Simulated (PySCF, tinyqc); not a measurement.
Inside a calculation. Method: MP2 on RHF in the sto-3g basis, for H6, spin multiplicity 1. The lowest restricted solution is unstable here: a spin-polarised one lies 0.0472 hartree lower (PySCF). Computed by tinyqc, a small Python program that keeps every step (integrals from PySCF). Settings: charge = 0, multiplicity = 1, basis = sto-3g, method = RHF, energy threshold = 1e-10, iteration cap = 63, orthogonalisation = symmetric, start = Wolfsberg-Helmholz matrix, DIIS depth = 6. Command: `OMP_NUM_THREADS=1 python tinyqc.py 30314 30315 out.jsonl` (the two numbers bound the seeds that draw the settings). One thread of a shared host (Intel(R) Xeon(R) Processor @ 2.60GHz), about 0.09 s of CPU time with the checks. The early iterations of the SCF are left out here.

## One-electron integrals

Geometry (angstrom):
```
atom         x         y         z
H     0.000000  0.000000  0.000000
H     0.000000  0.000000  1.107000
H     0.000000  0.000000  2.016000
H     0.000000  0.000000  3.122000
H     0.000000  0.000000  4.032000
H     0.000000  0.000000  5.138000
```

Basis sto-3g: exponents (1/bohr^2) and contraction coefficients of normalised primitives:
```
element  l (shell)  exponent  coefficient
H            s (1)  3.425251     0.154329
H            s (1)  0.623914     0.535328
H            s (1)  0.168855     0.444635
```

Overlap, kinetic and nuclear-attraction integrals over the contracted functions; the nuclear repulsion is the sum of Za Zb / Rab.

nuclear repulsion = 4.53412886 hartree

overlap S, order 1H 1s, 2H 1s, 3H 1s, 4H 1s, 5H 1s, 6H 1s:
```
[[1.000000, 0.435762, 0.116120, 0.014067, 0.001631, 0.000070],
 [0.435762, 1.000000, 0.551589, 0.116312, 0.021369, 0.001635],
 [0.116120, 0.551589, 1.000000, 0.436307, 0.116120, 0.014067],
 [0.014067, 0.116312, 0.436307, 1.000000, 0.550968, 0.116120],
 [0.001631, 0.021369, 0.116120, 0.550968, 1.000000, 0.436307],
 [0.000070, 0.001635, 0.014067, 0.116120, 0.436307, 1.000000]]
```

kinetic energy T (hartree), order 1H 1s, 2H 1s, 3H 1s, 4H 1s, 5H 1s, 6H 1s:
```
[[0.760032, 0.076284, -0.010293, -0.005630, -0.001113, -0.000079],
 [0.076284, 0.760032, 0.148606, -0.010282, -0.007280, -0.001115],
 [-0.010293, 0.148606, 0.760032, 0.076570, -0.010293, -0.005630],
 [-0.005630, -0.010282, 0.076570, 0.760032, 0.148157, -0.010293],
 [-0.001113, -0.007280, -0.010293, 0.148157, 0.760032, 0.076570],
 [-0.000079, -0.001115, -0.005630, -0.010293, 0.076570, 0.760032]]
```

nuclear attraction V (hartree), order 1H 1s, 2H 1s, 3H 1s, 4H 1s, 5H 1s, 6H 1s:
```
[[-2.361137, -1.032130, -0.275537, -0.032802, -0.003772, -0.000161],
 [-1.032130, -2.826305, -1.500735, -0.294742, -0.051975, -0.003782],
 [-0.275537, -1.500735, -2.946266, -1.168313, -0.294216, -0.032802],
 [-0.032802, -0.294742, -1.168313, -2.945884, -1.498633, -0.275548],
 [-0.003772, -0.051975, -0.294216, -1.498633, -2.826016, -1.033642],
 [-0.000161, -0.003782, -0.032802, -0.275548, -1.033642, -2.361555]]
```

core Hamiltonian H = T + V (hartree), order 1H 1s, 2H 1s, 3H 1s, 4H 1s, 5H 1s, 6H 1s:
```
[[-1.601105, -0.955846, -0.285830, -0.038432, -0.004885, -0.000240],
 [-0.955846, -2.066273, -1.352129, -0.305023, -0.059255, -0.004897],
 [-0.285830, -1.352129, -2.186234, -1.091743, -0.304509, -0.038432],
 [-0.038432, -0.305023, -1.091743, -2.185852, -1.350476, -0.285841],
 [-0.004885, -0.059255, -0.304509, -1.350476, -2.065984, -0.957072],
 [-0.000240, -0.004897, -0.038432, -0.285841, -0.957072, -1.601523]]
```

## Two-electron integrals

Functions are numbered as in S; the eight-fold symmetry (ij|kl) = (ji|kl) = (kl|ij) leaves the list below.

Two-electron integrals (ij|kl) in chemists' order, unique and non-zero (hartree):
```
(11|11) 0.774606   (21|11) 0.262685   (21|21) 0.118379   (22|11) 0.444601
(22|21) 0.262685   (22|22) 0.774606   (31|11) 0.054172   (31|21) 0.026940
(31|22) 0.068525   (31|31) 0.006935   (32|11) 0.185574   (32|21) 0.111829
(32|22) 0.353349   (32|31) 0.033874   (32|32) 0.199376   (33|11) 0.261654
(33|21) 0.156055   (33|22) 0.508661   (33|31) 0.054172   (33|32) 0.353349
(33|33) 0.774606   (41|11) 0.004870   (41|21) 0.002638   (41|22) 0.007339
(41|31) 0.000751   (41|32) 0.004063   (41|33) 0.007338   (41|41) 0.000091
(42|11) 0.030113   (42|21) 0.017533   (42|22) 0.054275   (42|31) 0.005604
(42|32) 0.033937   (42|33) 0.068648   (42|41) 0.000752   (42|42) 0.006959
(43|11) 0.090644   (43|21) 0.050985   (43|22) 0.156293   (43|31) 0.017526
(43|32) 0.112002   (43|33) 0.263094   (43|41) 0.002641   (43|42) 0.027023
(43|43) 0.118705   (44|11) 0.169494   (44|21) 0.090550   (44|22) 0.261780
(44|31) 0.030072   (44|32) 0.185681   (44|33) 0.444901   (44|41) 0.004870
(44|42) 0.054275   (44|43) 0.263094   (44|44) 0.774606   (51|11) 0.000438
(51|21) 0.000247   (51|22) 0.000732   (51|31) 0.000077   (51|32) 0.000448
(51|33) 0.000885   (51|41) 0.000010   (51|42) 0.000091   (51|43) 0.000343
(51|44) 0.000675   (51|51) 1.20e-06   (52|11) 0.004560   (52|21) 0.002574
(52|22) 0.007820   (52|31) 0.000843   (52|32) 0.005160   (52|33) 0.011029
(52|41) 0.000120   (52|42) 0.001169   (52|43) 0.004850   (52|44) 0.011031
(52|51) 0.000015   (52|52) 0.000212   (53|11) 0.020722   (53|21) 0.011259
(53|22) 0.033203   (53|31) 0.003764   (53|32) 0.023345   (53|33) 0.054172
(53|41) 0.000574   (53|42) 0.005986   (53|43) 0.026973   (53|44) 0.068528
(53|51) 0.000077   (53|52) 0.001167   (53|53) 0.006935   (54|11) 0.081769
(54|21) 0.042490   (54|22) 0.118738   (54|31) 0.013618   (54|32) 0.080866
(54|33) 0.185422   (54|41) 0.002133   (54|42) 0.023357   (54|43) 0.111843
(54|44) 0.352844   (54|51) 0.000299   (54|52) 0.005155   (54|53) 0.033837
(54|54) 0.198878   (55|11) 0.131244   (55|21) 0.066622   (55|22) 0.180901
(55|31) 0.020722   (55|32) 0.118846   (55|33) 0.261654   (55|41) 0.003127
(55|42) 0.033248   (55|43) 0.156200   (55|44) 0.508315   (55|51) 0.000438
(55|52) 0.007820   (55|53) 0.054172   (55|54) 0.352844   (55|55) 0.774606
(61|11) 0.000015   (61|21) 0.000008   (61|22) 0.000024   (61|31) 2.66e-06
(61|32) 0.000016   (61|33) 0.000036   (61|41) 3.87e-07   (61|42) 3.80e-06
(61|43) 0.000016   (61|44) 0.000036   (61|51) 4.95e-08   (61|52) 6.90e-07
(61|53) 3.79e-06   (61|54) 0.000016   (61|55) 0.000024   (62|11) 0.000282
(62|21) 0.000151   (62|22) 0.000439   (62|31) 0.000050   (62|32) 0.000300
(62|33) 0.000677   (62|41) 0.000007   (62|42) 0.000077   (62|43) 0.000344
(62|44) 0.000887   (62|51) 9.98e-07   (62|52) 0.000015   (62|53) 0.000091
(62|54) 0.000449   (62|55) 0.000733   (62|61) 4.96e-08   (62|62) 1.21e-06
(63|11) 0.002119   (63|21) 0.001109   (63|22) 0.003128   (63|31) 0.000358
(63|32) 0.002136   (63|33) 0.004870   (63|41) 0.000055   (63|42) 0.000575
(63|43) 0.002641   (63|44) 0.007338   (63|51) 0.000007   (63|52) 0.000120
(63|53) 0.000751   (63|54) 0.004058   (63|55) 0.007338   (63|61) 3.87e-07
(63|62) 0.000010   (63|63) 0.000091   (64|11) 0.015034   (64|21) 0.007631
(64|22) 0.020729   (64|31) 0.002375   (64|32) 0.013636   (64|33) 0.030072
(64|41) 0.000358   (64|42) 0.003771   (64|43) 0.017526   (64|44) 0.054172
(64|51) 0.000049   (64|52) 0.000843   (64|53) 0.005595   (64|54) 0.033837
(64|55) 0.068528   (64|61) 2.66e-06   (64|62) 0.000077   (64|63) 0.000751
(64|64) 0.006935   (65|11) 0.050500   (65|21) 0.025143   (65|22) 0.066715
(65|31) 0.007639   (65|32) 0.042590   (65|33) 0.090644   (65|41) 0.001110
(65|42) 0.011291   (65|43) 0.051035   (65|44) 0.156200   (65|51) 0.000151
(65|52) 0.002577   (65|53) 0.017526   (65|54) 0.111843   (65|55) 0.263094
(65|61) 0.000008   (65|62) 0.000248   (65|63) 0.002641   (65|64) 0.026973
(65|65) 0.118705   (66|11) 0.102993   (66|21) 0.050443   (66|22) 0.131277
(66|31) 0.015034   (66|32) 0.081872   (66|33) 0.169494   (66|41) 0.002119
(66|42) 0.020759   (66|43) 0.090644   (66|44) 0.261654   (66|51) 0.000281
(66|52) 0.004562   (66|53) 0.030072   (66|54) 0.185422   (66|55) 0.444901
(66|61) 0.000015   (66|62) 0.000439   (66|63) 0.004870   (66|64) 0.054172
(66|65) 0.263094   (66|66) 0.774606
```

## Orthogonalisation

S = U s U^T; symmetric (Loewdin) form X = U s^(-1/2) U^T, so that X^T S X = 1.

eigenvalues of S: [0.252026, 0.386285, 0.717306, 1.012156, 1.572921, 2.059305]

X, order 1H 1s, 2H 1s, 3H 1s, 4H 1s, 5H 1s, 6H 1s:
```
[[1.090075, -0.281681, 0.058726, -0.008164, 0.002008, -0.000350],
 [-0.281681, 1.267869, -0.403968, 0.066942, -0.014260, 0.002014],
 [0.058726, -0.403968, 1.277192, -0.320501, 0.066895, -0.008180],
 [-0.008164, 0.066942, -0.320501, 1.276689, -0.403348, 0.058730],
 [0.002008, -0.014260, 0.066895, -0.403348, 1.267652, -0.282054],
 [-0.000350, 0.002014, -0.008180, 0.058730, -0.282054, 1.090323]]
```

## Iteration 7 (converged): orbitals

converged F (hartree), order 1H 1s, 2H 1s, 3H 1s, 4H 1s, 5H 1s, 6H 1s:
```
[[-0.209432, -0.423809, -0.157586, 0.003434, 0.003563, -0.015063],
 [-0.423809, -0.359882, -0.467674, -0.153573, -0.029771, 0.003552],
 [-0.157586, -0.467674, -0.365040, -0.426396, -0.153316, 0.003369],
 [0.003434, -0.153573, -0.426396, -0.364642, -0.467111, -0.157584],
 [0.003563, -0.029771, -0.153316, -0.467111, -0.359750, -0.424257],
 [-0.015063, 0.003552, 0.003369, -0.157584, -0.424257, -0.209745]]
```

Diagonalise F' = X^T F X, C = X C', fill 3 alpha and 3 beta electrons from the bottom; D = 2 C_occ C_occ^T. Each column has its largest component positive (the first on a tie).

F' = X^T F X (hartree):
```
[[-0.023457, -0.432187, 0.067735, 0.020860, 0.004637, -0.018908],
 [-0.432187, 0.086618, -0.493495, 0.078522, -0.015963, 0.004647],
 [0.067735, -0.493495, 0.089326, -0.458439, 0.078499, 0.020755],
 [0.020860, 0.078522, -0.458439, 0.089066, -0.492801, 0.067740],
 [0.004637, -0.015963, 0.078499, -0.492801, 0.086507, -0.432663],
 [-0.018908, 0.004647, 0.020755, 0.067740, -0.432663, -0.023330]]
```

orbital energies (hartree): [-0.665125, -0.527466, -0.270172, 0.148316, 0.594352, 1.024825]

coefficients C, order 1H 1s, 2H 1s, 3H 1s, 4H 1s, 5H 1s, 6H 1s:
```
[[0.142486, -0.315854, 0.519553, 0.628103, -0.586177, 0.378167],
 [0.290973, -0.425163, 0.243514, -0.264179, 0.858498, -0.850399],
 [0.372295, -0.194658, -0.418683, -0.484412, -0.448857, 1.056978],
 [0.371892, 0.194478, -0.419271, 0.485185, -0.448622, -1.055823],
 [0.290528, 0.425760, 0.242914, 0.263618, 0.859407, 0.849181],
 [0.142477, 0.316674, 0.518857, -0.627484, -0.587619, -0.378222]]
```

D after iteration 7, order 1H 1s, 2H 1s, 3H 1s, 4H 1s, 5H 1s, 6H 1s:
```
[[0.780002, 0.604535, -0.205996, -0.452542, 0.066249, 0.379703],
 [0.604535, 0.649456, 0.178267, -0.153146, -0.074658, 0.066336],
 [-0.205996, 0.178267, 0.703581, 0.552277, -0.152839, -0.451673],
 [-0.452542, -0.153146, 0.552277, 0.703828, 0.177999, -0.205939],
 [0.066249, -0.074658, -0.152839, 0.177999, 0.649371, 0.604516],
 [0.379703, 0.066336, -0.451673, -0.205939, 0.604516, 0.779589]]
```

## Convergence

Stop when the energy changes by less than 1e-10 hartree and every element of the error matrix X^T (F D S - S D F) X is below 3e-06.

Course of the cycle:
```
iteration  E (hartree)     change  largest element of the error matrix
1          -3.00625042          -                             8.57e-02
2          -3.04387267  -3.76e-02                             3.08e-02
3          -3.04791855  -4.05e-03                             1.36e-02
4          -3.04877351  -8.55e-04                             6.94e-04
5          -3.04877443  -9.21e-07                             5.83e-05
6          -3.04877445  -1.73e-08                             2.30e-06
7          -3.04877445  -6.78e-12                             1.69e-06
```

PySCF RHF in the same basis = -3.04877445 hartree

Converged in 7 iterations.

## Integrals over molecular orbitals

(pq|rs) = sum C_ip C_jq C_kr C_ls (ij|kl), one index at a time.

one-electron integrals over orbitals h = C^T H C (hartree):
```
[[-2.276733, 0.000152, 0.144738, 0.000165, -0.049715, -0.000080],
 [0.000152, -2.049299, 0.000053, -0.226447, -0.000267, -0.027180],
 [0.144738, 0.000053, -1.794108, 0.000420, -0.182427, 0.000091],
 [0.000165, -0.226447, 0.000420, -1.659733, 0.000071, 0.149508],
 [-0.049715, -0.000267, -0.182427, 0.000071, -1.409367, 0.000113],
 [-0.000080, -0.027180, 0.000091, 0.149508, 0.000113, -1.213057]]
```

Two-electron integrals over orbitals (pq|rs), unique and non-zero (hartree):
```
(11|11) 0.434929    (21|11) -0.000235   (21|21) 0.142225    (22|11) 0.361332
(22|21) 0.000253    (22|22) 0.375009    (31|11) -0.076656   (31|21) -0.000052
(31|22) 0.009815    (31|31) 0.085975    (32|11) -0.000100   (32|21) 0.082244
(32|22) 0.000258    (32|31) -0.000029   (32|32) 0.111144    (33|11) 0.341107
(33|21) -0.000099   (33|22) 0.338764    (33|31) -0.005468   (33|32) -0.000163
(33|33) 0.361314    (41|11) -0.000135   (41|21) 0.057996    (41|22) -0.000035
(41|31) -0.000053   (41|32) -0.022373   (41|33) 0.000073    (41|41) 0.073076
(42|11) 0.090502    (42|21) -0.000112   (42|22) 0.028424    (42|31) -0.062648
(42|32) -0.000123   (42|33) -0.010895   (42|41) -0.000022   (42|42) 0.091540
(43|11) -0.000092   (43|21) -0.095411   (43|22) -0.000284   (43|31) 0.000217
(43|32) -0.096804   (43|33) 0.000155    (43|41) -0.002753   (43|42) -0.000099
(43|43) 0.138554    (44|11) 0.350583    (44|21) -0.000083   (44|22) 0.346344
(44|31) -0.008057   (44|32) -0.000132   (44|33) 0.358683    (44|41) 0.000047
(44|42) 0.001069    (44|43) 0.000111    (44|44) 0.370420    (51|11) 0.000480
(51|21) -0.000007   (51|22) 0.039025    (51|31) 0.037651    (51|32) -0.000037
(51|33) -0.017419   (51|41) -0.000036   (51|42) 0.017746    (51|43) 0.000023
(51|44) -0.009577   (51|51) 0.061881    (52|11) 0.000026    (52|21) 0.057106
(52|22) 0.000131    (52|31) -0.000086   (52|32) 0.007971    (52|33) -0.000011
(52|41) 0.045430    (52|42) 0.000121    (52|43) 0.026320    (52|44) -0.000008
(52|51) 0.000072    (52|52) 0.083550    (53|11) 0.089128    (53|21) -0.000104
(53|22) 0.026342    (53|31) -0.063129   (53|32) -0.000097   (53|33) -0.002891
(53|41) -0.000022   (53|42) 0.083084    (53|43) -0.000120   (53|44) -0.004809
(53|51) 0.009650    (53|52) 0.000102    (53|53) 0.089099    (54|11) -0.000125
(54|21) 0.087526    (54|22) 0.000246    (54|31) -0.000024   (54|32) 0.105216
(54|33) -0.000174   (54|41) -0.012280   (54|42) -0.000114   (54|43) -0.098062
(54|44) -0.000142   (54|51) -0.000023   (54|52) 0.011764    (54|53) -0.000110
(54|54) 0.112909    (55|11) 0.380128    (55|21) 0.000216    (55|22) 0.384327
(55|31) -0.000232   (55|32) 0.000215    (55|33) 0.354670    (55|41) -0.000023
(55|42) 0.033251    (55|43) -0.000270   (55|44) 0.362619    (55|51) 0.034746
(55|52) 0.000129    (55|53) 0.033365    (55|54) 0.000219    (55|55) 0.412075
(61|11) 0.000066    (61|21) -0.002201   (61|22) 0.000022    (61|31) -0.000073
(61|32) 0.029628    (61|33) -0.000035   (61|41) -0.028565   (61|42) 0.000006
(61|43) 0.031341    (61|44) -0.000030   (61|51) -0.000080   (61|52) 0.038895
(61|53) 2.24e-06    (61|54) 0.027273    (61|55) 0.000014    (61|61) 0.071088
(62|11) -0.001066   (62|21) 0.000016    (62|22) 0.036065    (62|31) 0.036671
(62|32) -0.000022   (62|33) -0.012750   (62|41) -0.000016   (62|42) 0.011756
(62|43) 0.000020    (62|44) -0.014986   (62|51) 0.056273    (62|52) 0.000087
(62|53) 0.013889    (62|54) -0.000022   (62|55) 0.035859    (62|61) -0.000076
(62|62) 0.058820    (63|11) -0.000114   (63|21) 0.055165    (63|22) -0.000014
(63|31) -0.000055   (63|32) -0.016547   (63|33) 0.000069    (63|41) 0.066084
(63|42) -0.000014   (63|43) -0.002789   (63|44) 0.000070    (63|51) -0.000032
(63|52) 0.044683    (63|53) -0.000026   (63|54) -0.017137   (63|55) -0.000019
(63|61) -0.026443   (63|62) -0.000022   (63|63) 0.069888    (64|11) -0.079909
(64|21) -0.000039   (64|22) 0.003276    (64|31) 0.083572    (64|32) -0.000015
(64|33) -0.007920   (64|41) -0.000050   (64|42) -0.064580   (64|43) 0.000214
(64|44) -0.010232   (64|51) 0.035805    (64|52) -0.000085   (64|53) -0.066227
(64|54) -0.000015   (64|55) 0.002238    (64|61) -0.000070   (64|62) 0.037158
(64|63) -0.000056   (64|64) 0.092285    (65|11) -0.000227   (65|21) 0.145423
(65|22) 0.000267    (65|31) -0.000064   (65|32) 0.088442    (65|33) -0.000107
(65|41) 0.057369    (65|42) -0.000108   (65|43) -0.102364   (65|44) -0.000083
(65|51) -0.000010   (65|52) 0.059167    (65|53) -0.000103   (65|54) 0.094663
(65|55) 0.000246    (65|61) -0.001719   (65|62) 0.000012    (65|63) 0.059875
(65|64) -0.000057   (65|65) 0.164337    (66|11) 0.463397    (66|21) -0.000226
(66|22) 0.387386    (66|31) -0.081665   (66|32) -0.000103   (66|33) 0.368055
(66|41) -0.000127   (66|42) 0.097752    (66|43) -0.000113   (66|44) 0.379851
(66|51) 0.000542    (66|52) 0.000043    (66|53) 0.099500    (66|54) -0.000128
(66|55) 0.417936    (66|61) 0.000068    (66|62) -0.000696   (66|63) -0.000113
(66|64) -0.091140   (66|65) -0.000233   (66|66) 0.521698
```

## Second-order Moller-Plesset energy

Hartree-Fock energy = -3.04877445 hartree

E2 = sum_ijab (ia|jb) [2 (ia|jb) - (ib|ja)] / (e_i + e_j - e_a - e_b) over occupied i, j and virtual a, b; the opposite-spin part is (ia|jb)^2 / denominator, the rest is same-spin, and SCS-MP2 scales them by 6/5 and 1/3.

Terms (the 40 largest of 81):
```
i  j  a  b    (ia|jb)    (ib|ja)  denominator       term
3  3  4  4   0.138554   0.138554    -0.836975  -0.022936
3  2  5  4   0.083084   0.026320    -1.540306  -0.007543
2  3  4  5   0.083084   0.026320    -1.540306  -0.007543
2  2  4  4   0.091540   0.091540    -1.351565  -0.006200
3  3  5  5   0.089099   0.089099    -1.729048  -0.004591
1  1  4  4   0.073076   0.073076    -1.626883  -0.003282
3  1  6  4   0.066084   0.031341    -2.108438  -0.003160
1  3  4  6   0.066084   0.031341    -2.108438  -0.003160
2  2  5  5   0.083550   0.083550    -2.243638  -0.003111
3  3  6  6   0.069888   0.069888    -2.589993  -0.001886
2  1  5  4   0.045430   0.017746    -1.935260  -0.001716
1  2  4  5   0.045430   0.017746    -1.935260  -0.001716
1  1  5  5   0.061881   0.061881    -2.518956  -0.001520
1  1  6  6   0.071088   0.071088    -3.379900  -0.001495
2  1  6  5   0.056273   0.038895    -2.811769  -0.001474
1  2  5  6   0.056273   0.038895    -2.811769  -0.001474
2  3  5  6   0.044683   0.013889    -2.416815  -0.001395
3  2  6  5   0.044683   0.013889    -2.416815  -0.001395
2  2  6  6   0.058820   0.058820    -3.104582  -0.001114
3  2  4  5   0.026320   0.083084    -1.540306   0.000520
2  3  5  4   0.026320   0.083084    -1.540306   0.000520
1  1  4  6  -0.028565  -0.028565    -2.503391  -0.000326
1  1  6  4  -0.028565  -0.028565    -2.503391  -0.000326
1  2  6  5   0.038895   0.056273    -2.811769  -0.000298
2  1  5  6   0.038895   0.056273    -2.811769  -0.000298
3  1  6  6  -0.026443  -0.026443    -2.984946  -0.000234
1  3  6  6  -0.026443  -0.026443    -2.984946  -0.000234
3  2  5  6   0.013889   0.044683    -2.416815   0.000097
2  3  6  5   0.013889   0.044683    -2.416815   0.000097
2  1  4  5   0.017746   0.045430    -1.935260   0.000091
1  2  5  4   0.017746   0.045430    -1.935260   0.000091
2  2  6  4   0.011756   0.011756    -2.228073  -0.000062
2  2  4  6   0.011756   0.011756    -2.228073  -0.000062
3  1  4  6   0.031341   0.066084    -2.108438   0.000051
1  3  6  4   0.031341   0.066084    -2.108438   0.000051
3  1  5  5   0.009650   0.009650    -2.124002  -0.000044
1  3  5  5   0.009650   0.009650    -2.124002  -0.000044
3  1  4  4  -0.002753  -0.002753    -1.231929  -0.000006
1  3  4  4  -0.002753  -0.002753    -1.231929  -0.000006
3  3  4  6  -0.002789  -0.002789    -1.713484  -4.54e-06
```

Pair energies (hartree; pair i-j sums ij and ji):
```
pair  opposite spin  same spin
1-1       -0.006950          0
2-1       -0.005787  -0.001007
2-2       -0.010550          0
3-1       -0.005643  -0.001145
3-2       -0.011675  -0.004969
3-3       -0.029423          0
```

MP2 correlation energy = -0.07714658 hartree

SCS-MP2 correlation energy = -0.08640481 hartree

MP2 total energy = -3.12592103 hartree
